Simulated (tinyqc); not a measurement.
Worked calculation: Hueckel theory of the pi electrons with the omega technique, for the molecule BC(=C)C=CC(=C)F (SMILES; centres numbered as the heavy atoms are written). Computed by tinyqc, a small Python program that keeps every step. Settings: charge = 0, omega = 1.4, damping = 0.7. Command: `OMP_NUM_THREADS=1 python tinyqc.py 25280 25281 out.jsonl` (the two numbers bound the seeds that draw the settings). One thread of a shared host (Intel(R) Xeon(R) Processor @ 2.60GHz), about 0.01 s of CPU time with the checks.

## The Hueckel matrix

Centres:
```
centre  z_r, pi electrons of the neutral centre         h
1B                                            0  -1.00000
2C                                            1   0.00000
3C                                            1   0.00000
4C                                            1   0.00000
5C                                            1   0.00000
6C                                            1   0.00000
7C                                            1   0.00000
8F                                            2   3.00000
```

Bonds:
```
i  j        k
1  2  0.70000
2  3        1
2  4        1
4  5        1
5  6        1
6  7        1
6  8  0.70000
```

H_rr = alpha + h_r beta, H_rs = k_rs beta for bonded centres.

Hueckel matrix in units of beta (H = alpha + beta A), order 1B, 2C, 3C, 4C, 5C, 6C, 7C, 8F:
```
[[-1.00000, 0.70000, 0.00000, 0.00000, 0.00000, 0.00000, 0.00000, 0.00000],
 [0.70000, 0.00000, 1.00000, 1.00000, 0.00000, 0.00000, 0.00000, 0.00000],
 [0.00000, 1.00000, 0.00000, 0.00000, 0.00000, 0.00000, 0.00000, 0.00000],
 [0.00000, 1.00000, 0.00000, 0.00000, 1.00000, 0.00000, 0.00000, 0.00000],
 [0.00000, 0.00000, 0.00000, 1.00000, 0.00000, 1.00000, 0.00000, 0.00000],
 [0.00000, 0.00000, 0.00000, 0.00000, 1.00000, 0.00000, 1.00000, 0.70000],
 [0.00000, 0.00000, 0.00000, 0.00000, 0.00000, 1.00000, 0.00000, 0.00000],
 [0.00000, 0.00000, 0.00000, 0.00000, 0.00000, 0.70000, 0.00000, 3.00000]]
```

## Orbitals, round 1

pi electrons, sum of z_r less the charge = 8

Diagonalise; E = alpha + x beta with beta < 0, so the largest x are filled first; degenerate levels share their electrons. P = sum n_i c_ri c_si; each orbital has its largest coefficient positive (the first on a tie).

x values: [3.19378, 1.79162, 1.22379, 0.44992, -0.40035, -0.81627, -1.50010, -1.94239]

occupations: [2.00000, 2.00000, 2.00000, 2.00000, 0.00000, 0.00000, 0.00000, 0.00000]

coefficients, order 1B, 2C, 3C, 4C, 5C, 6C, 7C, 8F:
```
[[0.00199, 0.12885, -0.14474, 0.09942, -0.29326, 0.70661, -0.46471, -0.38898],
 [0.01190, 0.51386, -0.45982, 0.20593, -0.25122, 0.18546, 0.33200, 0.52367],
 [0.00373, 0.28681, -0.37573, 0.45770, 0.62751, -0.22720, -0.22132, -0.26960],
 [0.03288, 0.54364, -0.08567, -0.43464, -0.32165, -0.41881, 0.04858, -0.47529],
 [0.09313, 0.46013, 0.35497, -0.40148, 0.38000, 0.15640, -0.40488, 0.39953],
 [0.26455, 0.28074, 0.52008, 0.25401, 0.16952, 0.29114, 0.55878, -0.30076],
 [0.08283, 0.15670, 0.42498, 0.56457, -0.42344, -0.35667, -0.37250, 0.15484],
 [0.95564, -0.16263, -0.20496, -0.06973, -0.03490, -0.05340, -0.08692, 0.04260]]
```

charge and bond-order matrix P, order 1B, 2C, 3C, 4C, 5C, 6C, 7C, 8F:
```
[[0.09488, 0.30652, 0.27370, 0.07860, -0.06364, -0.02665, 0.02995, 0.00735],
 [0.30652, 1.03606, 0.82889, 0.45927, -0.01669, -0.07885, 0.00471, 0.01537],
 [0.27370, 0.82889, 0.86587, -0.02140, -0.36962, 0.00471, 0.28796, 0.00403],
 [0.07860, 0.45927, -0.02140, 0.98575, 0.79459, 0.01273, -0.38777, -0.01824],
 [-0.06364, -0.01669, -0.36962, 0.79459, 1.01517, 0.47290, 0.00801, -0.06120],
 [-0.02665, -0.07885, 0.00471, 0.01273, 0.47290, 0.96762, 0.86067, 0.16569],
 [0.02995, 0.00471, 0.28796, -0.38777, 0.00801, 0.86067, 1.06152, -0.14559],
 [0.00735, 0.01537, 0.00403, -0.01824, -0.06120, 0.16569, -0.14559, 1.97312]]
```

## Omega technique, round 1

h_r = h_r(0) + omega q_r, omega = 1.4, with q_r = z_r - P_rr; 0.7 of the old diagonal is kept.

matrix after round 1, order 1B, 2C, 3C, 4C, 5C, 6C, 7C, 8F:
```
[[-1.03985, 0.70000, 0.00000, 0.00000, 0.00000, 0.00000, 0.00000, 0.00000],
 [0.70000, -0.01515, 1.00000, 1.00000, 0.00000, 0.00000, 0.00000, 0.00000],
 [0.00000, 1.00000, 0.05633, 0.00000, 0.00000, 0.00000, 0.00000, 0.00000],
 [0.00000, 1.00000, 0.00000, 0.00598, 1.00000, 0.00000, 0.00000, 0.00000],
 [0.00000, 0.00000, 0.00000, 1.00000, -0.00637, 1.00000, 0.00000, 0.00000],
 [0.00000, 0.00000, 0.00000, 0.00000, 1.00000, 0.01360, 1.00000, 0.70000],
 [0.00000, 0.00000, 0.00000, 0.00000, 0.00000, 1.00000, -0.02584, 0.00000],
 [0.00000, 0.00000, 0.00000, 0.00000, 0.00000, 0.70000, 0.00000, 3.01129]]
```

## Orbitals, round 2

As before.

x values: [3.20482, 1.79292, 1.22686, 0.45419, -0.38784, -0.83469, -1.50832, -1.94793]

occupations: [2.00000, 2.00000, 2.00000, 2.00000, 0.00000, 0.00000, 0.00000, 0.00000]

coefficients, order 1B, 2C, 3C, 4C, 5C, 6C, 7C, 8F:
```
[[0.00193, 0.12676, -0.14046, 0.08797, -0.29265, 0.69228, -0.47598, -0.40621],
 [0.01168, 0.51295, -0.45482, 0.18775, -0.27259, 0.20290, 0.31854, 0.52696],
 [0.00371, 0.29538, -0.38856, 0.47191, 0.61370, -0.22771, -0.20359, -0.26292],
 [0.03255, 0.54335, -0.07801, -0.44537, -0.30726, -0.42317, 0.06113, -0.47123],
 [0.09243, 0.45797, 0.35958, -0.38737, 0.39359, 0.15285, -0.41111, 0.39379],
 [0.26427, 0.28068, 0.52146, 0.26696, 0.15711, 0.29656, 0.55634, -0.29334],
 [0.08180, 0.15432, 0.41627, 0.55614, -0.43401, -0.36664, -0.37528, 0.15261],
 [0.95588, -0.16126, -0.20456, -0.07308, -0.03236, -0.05398, -0.08617, 0.04140]]
```

charge and bond-order matrix P, order 1B, 2C, 3C, 4C, 5C, 6C, 7C, 8F:
```
[[0.08707, 0.29088, 0.26707, 0.08143, -0.05271, -0.02734, 0.02035, 0.00741],
 [0.29088, 1.01074, 0.83378, 0.46191, -0.00056, -0.07998, -0.00959, 0.01552],
 [0.26707, 0.83378, 0.92189, -0.03850, -0.37381, 0.01450, 0.29318, 0.00182],
 [0.08143, 0.46191, -0.03850, 1.00145, 0.79263, 0.00306, -0.38730, -0.01601],
 [-0.05271, -0.00056, -0.37381, 0.79263, 0.99527, 0.47413, 0.02498, -0.06149],
 [-0.02734, -0.07998, 0.01450, 0.00306, 0.47413, 0.98361, 0.86094, 0.16235],
 [0.02035, -0.00959, 0.29318, -0.38730, 0.02498, 0.86094, 1.02616, -0.14498],
 [0.00741, 0.01552, 0.00182, -0.01601, -0.06149, 0.16235, -0.14498, 1.97380]]
```

## Omega technique, round 2

As before.

matrix after round 2, order 1B, 2C, 3C, 4C, 5C, 6C, 7C, 8F:
```
[[-1.06447, 0.70000, 0.00000, 0.00000, 0.00000, 0.00000, 0.00000, 0.00000],
 [0.70000, -0.01512, 1.00000, 1.00000, 0.00000, 0.00000, 0.00000, 0.00000],
 [0.00000, 1.00000, 0.07224, 0.00000, 0.00000, 0.00000, 0.00000, 0.00000],
 [0.00000, 1.00000, 0.00000, 0.00358, 1.00000, 0.00000, 0.00000, 0.00000],
 [0.00000, 0.00000, 0.00000, 1.00000, -0.00247, 1.00000, 0.00000, 0.00000],
 [0.00000, 0.00000, 0.00000, 0.00000, 1.00000, 0.01640, 1.00000, 0.70000],
 [0.00000, 0.00000, 0.00000, 0.00000, 0.00000, 1.00000, -0.02908, 0.00000],
 [0.00000, 0.00000, 0.00000, 0.00000, 0.00000, 0.70000, 0.00000, 3.01891]]
```

## Convergence

Each round sets h_r = h_r(0) + omega (z_r - P_rr), keeping the share named as damping of the old diagonal; repeat until output and input diagonals agree to 1e-6.

Rounds:
```
round   sum n x  largest |h(out) - h(in)|
1      13.31822                  1.88e-01
2      13.35756                  8.21e-02
3      13.38621                  5.32e-02
4      13.40560                  3.51e-02
5      13.41869                  2.33e-02
6      13.42754                  1.56e-02
7      13.43352                  1.04e-02
8      13.43758                  6.97e-03
9      13.44033                  4.67e-03
10     13.44219                  3.13e-03
11     13.44346                  2.10e-03
12     13.44432                  1.41e-03
13     13.44491                  9.48e-04
14     13.44531                  6.37e-04
15     13.44558                  4.29e-04
16     13.44576                  2.88e-04
17     13.44589                  1.94e-04
18     13.44597                  1.31e-04
19     13.44603                  8.80e-05
20     13.44607                  5.93e-05
21     13.44610                  3.99e-05
22     13.44612                  2.69e-05
23     13.44613                  1.81e-05
24     13.44614                  1.22e-05
25     13.44614                  8.25e-06
26     13.44615                  5.57e-06
27     13.44615                  3.76e-06
28     13.44615                  2.54e-06
29     13.44615                  1.71e-06
30     13.44615                  1.16e-06
31     13.44615                  7.81e-07
```

Converged in 31 rounds.

## Energy, charges, bond orders

final x values: [3.22810, 1.79881, 1.23508, 0.46108, -0.38174, -0.86639, -1.51967, -1.95528]

occupations: [2.00000, 2.00000, 2.00000, 2.00000, 0.00000, 0.00000, 0.00000, 0.00000]

final P, order 1B, 2C, 3C, 4C, 5C, 6C, 7C, 8F:
```
[[0.08007, 0.27885, 0.25686, 0.08263, -0.04621, -0.02730, 0.01547, 0.00724],
 [0.27885, 1.00518, 0.83664, 0.46392, 0.00524, -0.08082, -0.01503, 0.01561],
 [0.25686, 0.83664, 0.94120, -0.04088, -0.37598, 0.01730, 0.29541, 0.00118],
 [0.08263, 0.46392, -0.04088, 0.99807, 0.79149, 0.00078, -0.38676, -0.01533],
 [-0.04621, 0.00524, -0.37598, 0.79149, 0.99596, 0.47483, 0.02734, -0.06157],
 [-0.02730, -0.08082, 0.01730, 0.00078, 0.47483, 0.98602, 0.86070, 0.16112],
 [0.01547, -0.01503, 0.29541, -0.38676, 0.02734, 0.86070, 1.01936, -0.14408],
 [0.00724, 0.01561, 0.00118, -0.01533, -0.06157, 0.16112, -0.14408, 1.97414]]
```

E = sum n x; q_r = z_r - P_rr; bond order p = P_rs; free valence = sqrt(3) - sum of p over the bonds of the atom.

pi energy = 8 alpha + this times beta = 13.44615

pi charges: [-0.08007, -0.00518, 0.05880, 0.00193, 0.00404, 0.01398, -0.01936, 0.02586]

Bond orders and lengths from R = 1.517 - 0.180 p (angstrom, C-C alone):
```
bond        p        R
1-2   0.27885        -
2-3   0.83664  1.36640
2-4   0.46392  1.43349
4-5   0.79149  1.37453
5-6   0.47483  1.43153
6-7   0.86070  1.36207
6-8   0.16112        -
```

free valence of the carbons: [0.15264, 0.89541, 0.47664, 0.46573, 0.23540, 0.87135]

gap between the highest filled and the next level = 0.84282 |beta|
